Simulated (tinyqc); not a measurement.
Access strength from the read disturbance.

Question. Transistor (EKV form, voltages against the body): I = 2 n b Vt^2 [F(vp - Vs) - F(vp - Vd)] from drain to source, F(v) = ln^2(1 + exp(v/(2 Vt))), vp = (Vg - VT + sg |Vd - Vs|)/n. n-channel bodies are at 0; for the p-channel device all voltages are counted down from Vdd. b in uA/V^2 gives I in uA. In an SRAM read the low node Q obeys In(gate QB, drain Q) = Ip(gate QB, drain Q) + Ia, where the access transistor (threshold VTn) has its gate and drain at Vdd and its source at Q. Find Ia, ba and the cell ratio bn/ba.

Values chosen for this exercise:
- T = 250 K (temperature)
- Vdd = 0.75 V (supply voltage)
- n = 1.34 (slope factor)
- sg = 0.036 (drain-induced barrier lowering)
- VTn = 0.31 V (n-channel threshold)
- VTp = 0.27 V (p-channel threshold (magnitude))
- bn = 620 uA/V^2 (gain factor of the pull-down transistor)
- bp = 260 uA/V^2 (gain factor of the pull-up transistor)

Constants: q = 1.602176634e-19 C, kB = 1.380649e-23 J/K, Vt = kB T/q. Results are converted to the units shown.

Q and QB in the read (V): [0.056477585, 0.74999731]

Solution. The node equation gives Ia, which is proportional to ba.

Ia = 14.1 uA
ba = 250 uA/V^2
cell ratio = 2.48

Computed by the program tinyqc: `OMP_NUM_THREADS=1 python tinyqc.py 2340030 2340031 out.jsonl`, one thread of a shared Intel Xeon 2.30GHz, about 0.1 s for the whole run.
